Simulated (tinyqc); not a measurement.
# Permittivity of the insulator from five potentials

Inverse problem. A node lies on a semiconductor-insulator interface. Steps: hs = tb/2 down into the semiconductor, ho = tox/2 up into the insulator, hy = L/5 sideways. The flux balance of its box reads eox (hy/ho)(above - node) + eps_r (hy/hs)(below - node) + [(eps_r hs + eox ho)/(2 hy)](left + right - 2 node) - q Na (hs/2) hy/eps0 = 0. Find eox.

Parameters, values chosen for the exercise; semiconductor permittivity made up: relative permittivity of the semiconductor eps_r = 8.27; half the body thickness tb = 4 nm; insulator thickness tox = 3.4 nm; channel length L = 24 nm; acceptor density of the depleted body Na = 0 cm^-3.

Constants: q = 1.602176634e-19 C, eps0 = 8.8541878128e-14 F/cm where lengths are in cm. Results are converted to the units shown.

psi (V): node 0.054244352, above -0.034777025, below 0.12915588, left -0.013460712, right 0.35572216

Answer. The balance is linear in eox.

eox = 9.000

Program tinyqc, `OMP_NUM_THREADS=1 python tinyqc.py 2480145 2480146 out.jsonl`; Intel Xeon 2.30GHz, shared host, one thread, about 0.1 s.
